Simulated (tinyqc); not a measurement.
From results back to parameters: two-band massive Dirac model of the K valleys. Three cases, with inputs chosen for the exercise.

Problem. In the valley model H = [[D/2, a t (kx - i ky)], [a t (kx + i ky), -D/2 + lam sz]], sz = +/-1, a t is hbar v. The gaps of the two spins, A and B, are G = D - lam and D + lam, the band-edge mass of A is c (D - lam)/(a t)^2, c = hbar^2/2m0, and its Berry curvature at the edge is 2 (a t)^2/G^2 in size. The values below come from hidden D, lam and t.

Constants: hbar^2/2m0 = 3.80998211 eV angstrom^2.

Case 1.

Values chosen (out of a larger set: near those used for monolayer WSe2; not measured data): a = 3.312 angstrom (lattice constant).

gaps (eV): A 1.4280, B 1.9120

mass of A = 0.362325 m0

Case 2.

Values chosen (out of a larger set: near those used for monolayer MoSe2; not measured data): a = 3.303 angstrom (lattice constant).

gaps (eV): A 1.3280, B 1.4920

mass of A = 0.585496 m0

Case 3.

Values chosen (out of a larger set: near those used for monolayer MoS2; not measured data): a = 3.187 angstrom (lattice constant).

gaps (eV): A 1.5900, B 1.7300

mass of A = 0.467088 m0

Find: D, lam, t; |Omega| at the A edge.

Solution. The mean of the gaps is D and half their difference lam; a t = sqrt(c G_A/m). The curvature 2 (a t)^2/G^2 equals 2c/(m G).

Case 1.

D, lam, t (eV): 1.670  0.242  1.170

|Omega| at the A edge = 14.727 angstrom^2

Case 2.

D, lam, t (eV): 1.410  0.082  0.890

|Omega| at the A edge = 9.800 angstrom^2

Case 3.

D, lam, t (eV): 1.660  0.070  1.130

|Omega| at the A edge = 10.260 angstrom^2

Computed by tinyqc, one run a case: `OMP_NUM_THREADS=1 python tinyqc.py N N+1 out.jsonl` with N = 1482503, 1482640, 1482783; one thread of a shared Intel(R) Xeon(R) Processor @ 2.30GHz, about 0.01 s a run at most.
